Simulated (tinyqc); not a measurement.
Choice of the trial bonds: Wannier functions of a composite (isolated) pair of valence bands (bonds of an sp chain).

Each atom has a hybrid pointing left (<) and right (>). H(k): diagonal +V3 on A, -V3 on B; <A<|A>> = -V1a, <B<|B>> = -V1b, <A>|B<> = -V2, <B>|A<> = -V2p exp(ik); k in 1/a, Bloch sums with exp(ikR). The two lowest bands are filled. Trial functions in cell 0: g1 = cos(c) A> + sin(c) B<, and g2 = sin(c) B> + cos(c) A< of cell 1, whose Bloch vector has cos(c) exp(-ik) on A<. Projection A_mn = <psi_m|g_n>, S = A^+ A, Loewdin U = A S^(-1/2), Bloch-like states w_n = sum_m psi_m U_mn, H_W(k) = U^+ diag(E) U. P = sum_m |psi_m><psi_m| is free of phase choices, and S = g^+ P g, w = P g S^(-1/2).

Inputs chosen for the exercise:
```
symbol  value  unit  meaning
V2      3.27   eV    coupling in the bond A-B inside the cell
V2p     3.83   eV    coupling in the bond to the next cell
V1a     1.56   eV    coupling of the two hybrids on A
V1b     0.91   eV    the same on B
V3      1.24   eV    A at +V3, B at -V3
xb      0.56   a     position of B (A at 0)
```

N = 12; centres and spreads in real space with point-like hybrids at R and R + xb; smallest eigenvalue of S over the mesh.

Trial angle:
```
c (deg)  smallest S  centre 1 (a)  centre 2 (a)  sum of centres  total spread (a^2)  H_12(R = 0), mean over k (eV)
15            0.456        0.3718        0.7189          1.0907              0.1214                        -0.6005
30            0.711        0.3718        0.7189          1.0907              0.1210                        -0.5958
45            0.910        0.3718        0.7189          1.0907              0.1208                        -0.5920
55            0.970        0.3718        0.7189          1.0907              0.1208                        -0.5897
65            0.884        0.3718        0.7189          1.0907              0.1208                        -0.5873
75            0.751        0.3718        0.7189          1.0907              0.1208                        -0.5847
85            0.588        0.3718        0.7189          1.0907              0.1209                        -0.5818
```

The sum of the centres stays at 1.0907 a within 0.0000: it gives the electronic polarisation, modulo a, and is fixed by the filled space. Single centres move by less than 0.0001 a here and H_12(0), a matter of gauge, moves by 19 meV. The total spread runs only from 0.1208 to 0.1214 a^2, so the orthogonalisation repairs even poor trials; the projection is best at c = 55 degrees among these rows, and the two bonds, isolated, have c = 55 and 54.

tinyqc: `OMP_NUM_THREADS=1 python tinyqc.py 1452801 1452802 out.jsonl`; about 0.2 s, one thread, shared Intel(R) Xeon(R) Processor @ 2.30GHz.
